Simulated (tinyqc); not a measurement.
Inside a calculation. Method: Pariser-Parr-Pople SCF with singles CI, for the molecule NC1=Cc2cccnc21 (SMILES; centres numbered as the heavy atoms are written). Computed by tinyqc, a small Python program that keeps every step. Settings: charge = 0, gamma = Ohno, start = core, damping = 0.3, iteration cap = 81, excitations kept = 6. Command: `OMP_NUM_THREADS=1 python tinyqc.py 31864 31865 out.jsonl` (the two numbers bound the seeds that draw the settings). One thread of a shared host (Intel(R) Xeon(R) Processor @ 2.60GHz), about 0.01 s of CPU time with the checks.

Centres (angstrom, eV; a flat drawing with bonds scaled to 1.40 angstrom):
```
centre,x,y,core charge z,W,gamma_rr
1N,-2.931000,0.734000,2,25.600000,16.800000
2C,-1.709000,0.050000,1,11.160000,11.130000
3C,-1.329000,-1.298000,1,11.160000,11.130000
4C,0.018000,-0.917000,1,11.160000,11.130000
5C,1.375000,-1.262000,1,11.160000,11.130000
6C,2.352000,-0.259000,1,11.160000,11.130000
7C,1.972000,1.089000,1,11.160000,11.130000
8N,0.615000,1.433000,1,14.100000,12.300000
9C,-0.362000,0.430000,1,11.160000,11.130000
```

Resonance integrals (eV):
```
i,j,beta
1,2,-2.160000
2,3,-2.300000
3,4,-2.300000
4,5,-2.300000
5,6,-2.300000
6,7,-2.300000
7,8,-2.420000
8,9,-2.420000
9,2,-2.300000
9,4,-2.300000
```

Stop when output and input P, before any damping, agree to 1e-7.

Course of the cycle:
```
iteration,E (eV),largest |P(out) - P(in)|
1,-117.44022279,1.87e+00
2,-129.79312018,5.02e-01
3,-138.38970832,1.83e-01
4,-142.04074877,1.18e-01
5,-143.43849065,7.70e-02
6,-143.97045105,5.31e-02
7,-144.18161070,3.88e-02
8,-144.27216684,2.97e-02
9,-144.31525223,2.33e-02
10,-144.33819456,1.87e-02
11,-144.35168777,1.54e-02
...,...,...
71,-144.37896688,6.67e-07
72,-144.37896688,5.64e-07
73,-144.37896688,4.77e-07
74,-144.37896688,4.04e-07
75,-144.37896688,3.41e-07
76,-144.37896688,2.89e-07
77,-144.37896688,2.44e-07
78,-144.37896688,2.07e-07
79,-144.37896688,1.75e-07
80,-144.37896688,1.48e-07
81,-144.37896688,1.25e-07
```

Can the last value be used, and what does the course show?

Not by the stop rule, although the second column moves by less than 1e-07 over the last three steps. Not converged within 81 iterations: the residual falls steadily but slowly, by a factor of about 0.85 a step. Reruns (cap 100 unless said): damping 0.5: not converged; damping 0: converged in 52 (E = -144.37897); the original settings with a cap of 400: converged in 83 (E = -144.37897).
